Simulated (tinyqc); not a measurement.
Phonon-assisted absorption at an indirect gap: sweeps and comparisons. A value that a table varies takes the place of the one given here.

alpha(E) = sum_j A_j [N_j (E - Eg + w_j)^2 + (N_j + 1)(E - Eg - w_j)^2], each bracket counted only where its base is positive; N_j = 1/(exp(w_j/kB T) - 1). The first term absorbs a phonon and the second emits one; excitons and direct transitions are left out.

Photodiode (Gaertner form with a dead layer): QE = (1 - R) exp(-alpha xj) [1 - exp(-alpha W)/(1 + alpha L)], R = ((nr - 1)/(nr + 1))^2; responsivity = QE/E in A/W for E in eV.

Constants: kB = 8.617333262e-05 eV/K.

Parameters, chosen for this exercise (loosely those of Si at room temperature; Eg is not tied to T; not measured data):
- Eg = 1.11 eV (indirect gap, held fixed unless listed)
- w = (58.9, 18.3) meV (two zone-edge phonons)
- A = (3500, 330) 1/(cm eV^2) (their strengths)
- T = 500 K
- nr = 3.62 (refractive index)
- xj = 0.39 micrometre (dead layer at the surface)
- W = 5.6 micrometre (depleted width)
- L = 39 micrometre (minority diffusion length below it)
- E = 1.163 eV (photon energy)

## The square root of alpha at three temperatures

The gap is held fixed, so only the phonon occupations change.

sqrt(alpha) (1/cm^(1/2)):
```
E - Eg (eV)     4 K   300 K   450 K
-0.04         0.000   0.378   0.592
-0.02         0.000   0.778   1.218
0.00          0.000   1.222   1.894
0.02          0.031   1.720   2.629
0.04          0.394   2.303   3.445
0.07          1.146   3.370   4.844
0.10          2.849   5.050   6.772
0.15          5.897   8.376  10.522
0.20          8.976  11.881  14.492
0.30         15.154  19.032  22.626
0.45         24.431  29.857  34.972
0.60         33.711  40.716  47.371
```

What does this show, and why?

Below the gap only phonon absorption acts: at E - Eg = -0.02 eV sqrt(alpha) is 0.000, 0.778 and 1.218 at 4, 300 and 450 K. A straight line through the last two rows meets the axis at E - Eg = +0.0551, +0.0376 and +0.0269 eV: the intercept is roughly a weighted mean of the thresholds, not the gap, and it moves from the emission side towards Eg as the occupations grow. At the last row alpha grows by a factor 1.97 from the lowest to the highest temperature at fixed gap.

## Spectral response

Response:
```
E (eV)  wavelength (nm)  alpha (1/cm)  1/alpha (micrometre)  dead layer  collected     QE    A/W
1.13               1097          8.37              1.19e+03       1.000      0.036  0.025  0.022
1.17               1060          22.4                   446       0.999      0.092  0.062  0.053
1.23               1008          77.6                   129       0.997      0.265  0.179  0.146
1.31                946           235                  42.6       0.991      0.543  0.365  0.278
1.41                879           566                  17.7       0.978      0.773  0.513  0.364
1.56                795      1.34e+03                  7.45       0.949      0.924  0.595  0.381
1.76                704      2.90e+03                  3.45       0.893      0.984  0.596  0.339
2.01                617      5.69e+03                  1.76       0.801      0.998  0.542  0.270
2.31                537      1.03e+04                 0.974       0.670      1.000  0.454  0.197
2.71                458      1.85e+04                 0.541       0.487      1.000  0.330  0.122
```

What can be read from the table?

QE is highest, 0.596, at 1.76 eV of those listed and the responsivity at 1.56 eV; reflection alone caps QE at 0.678. Near the gap weak absorption limits it (collected share 0.036); at the top the dead layer passes 0.487. Far above the gap the quadratic law and a constant index are only rough.

## What moves the response

At the energy E. Each row changes one parameter from the base and keeps the others.

Results:
```
case                  alpha (1/cm)      QE
base                         19.31  0.0543
Eg = 1.09 eV                 29.81  0.0806
T = 550 K                    22.58  0.0627
W = 11.2 micrometre          19.31  0.0610
L = 19.5 micrometre          19.31  0.0316
xj = 0.78 micrometre         19.31  0.0542
nr = 3.8                     19.31  0.0528
```

How do the results move?

The largest shifts from the base row, up to three for each result and ties (the steps differ in size, so this ranks the rows, not the parameters). alpha (1/cm): Eg +10.5, T +3.27; unchanged at the printed digits by W, L, xj and nr. QE: Eg +0.0264, L -0.0226, T +0.0084.

Computed by tinyqc, a small Python program: `OMP_NUM_THREADS=1 python tinyqc.py 1680315 1680316 out.jsonl` (the numbers bound the seed that draws the inputs); one thread of a shared host (Intel(R) Xeon(R) Processor @ 2.30GHz), about 0.01 s for the whole set of steps.
